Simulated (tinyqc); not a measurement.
Inside a calculation. Method: coherent transport through a tight-binding region between two chains. Computed by tinyqc, a small Python program that keeps every step. Settings: temperature = 77, mu = -0.38. Command: `OMP_NUM_THREADS=1 python tinyqc.py 26051 26052 out.jsonl` (the two numbers bound the seeds that draw the settings). One thread of a shared host (Intel(R) Xeon(R) Processor @ 2.60GHz), about 0.2 s of CPU time with the checks.

## Transmission at E = -0.48 eV

H of the central region (eV), lower triangle:
```
,1,2,3,4,5,6
1,0.0000
2,-1.8000,0.8900
3,0.0000,-1.8000,0.8900
4,0.0000,0.0000,-1.3000,0.8900
5,0.0000,0.0000,0.0000,-1.3900,0.8900
6,0.0000,0.0000,0.0000,0.0000,-1.3500,0.0000
```

Leads: semi-infinite chains with site energy 0:
```
parameter,value
lead hopping t (eV),2.270000
coupling to the left lead (eV),1.060000
coupling to the right lead (eV),1.470000
left contact site,1
right contact site,6
```

E = -0.4800 eV

Surface Green function g = (E - i sqrt(4 t^2 - E^2)) / (2 t^2); self-energy tc^2 g on each contact site; G = (E - H - Sigma)^(-1); Gamma = -2 Im Sigma; T = Gamma_L Gamma_R |G_LR|^2; local density of states -Im G_ii / pi.

g = -0.0466-0.4381i 1/eV

G (1/eV), lower triangle:
```
,1,2,3,4,5,6
1,-0.1695-0.5459i
2,0.3660-0.0834i,0.0642-0.1199i
3,0.4481+0.4824i,0.2384-0.0079i,-0.2666-0.4885i
4,-0.0346+0.6238i,0.1624+0.1577i,0.1582-0.5038i,-0.0581-0.7493i
5,-0.4532+0.1637i,-0.0629+0.1628i,0.4053-0.0397i,0.5142-0.2673i,0.1278-0.2263i
6,-0.4242-0.4762i,-0.2310+0.0029i,0.2484+0.4784i,0.5817+0.5002i,0.3410+0.0456i,-0.2529-0.4688i
```

local density of states (1/eV): 0.1738  0.0382  0.1555  0.2385  0.0720  0.1492

transmission = 0.7581

## Transmission across the band

The same steps on a grid of energies.

T(E):
```
E (eV),T
-4.313000,4.13e-07
-3.881700,4.52e-06
-3.450400,3.58e-05
-3.019100,3.47e-04
-2.587800,0.0063
-2.156500,0.3258
-1.725200,0.2740
-1.293900,0.4787
-0.862600,0.5415
-0.431300,0.7930
0.000000,0.7413
0.431300,0.5757
0.862600,0.8302
1.293900,0.5380
1.725200,0.1938
2.156500,0.1781
2.587800,0.7014
3.019100,0.0974
3.450400,0.0694
3.881700,0.0054
4.313000,6.48e-05
```

levels of the isolated region (eV): -2.1145  -1.3509  -0.1923  1.0407  2.5762  3.6006

## Current

I = (2e/h) int T(E) [f(E - mu - V/2) - f(E - mu + V/2)] dE at 77 K with mu = -0.38 eV, the bias not changing H; 2e^2/h = 77.48092 microsiemens; the integral runs over the band on 4001 points.

Current:
```
V (volt),I (microampere)
0.0100,0.6388
0.0500,3.1926
0.1000,6.3774
0.2000,12.6932
0.4000,24.9183
0.8000,46.8274
```
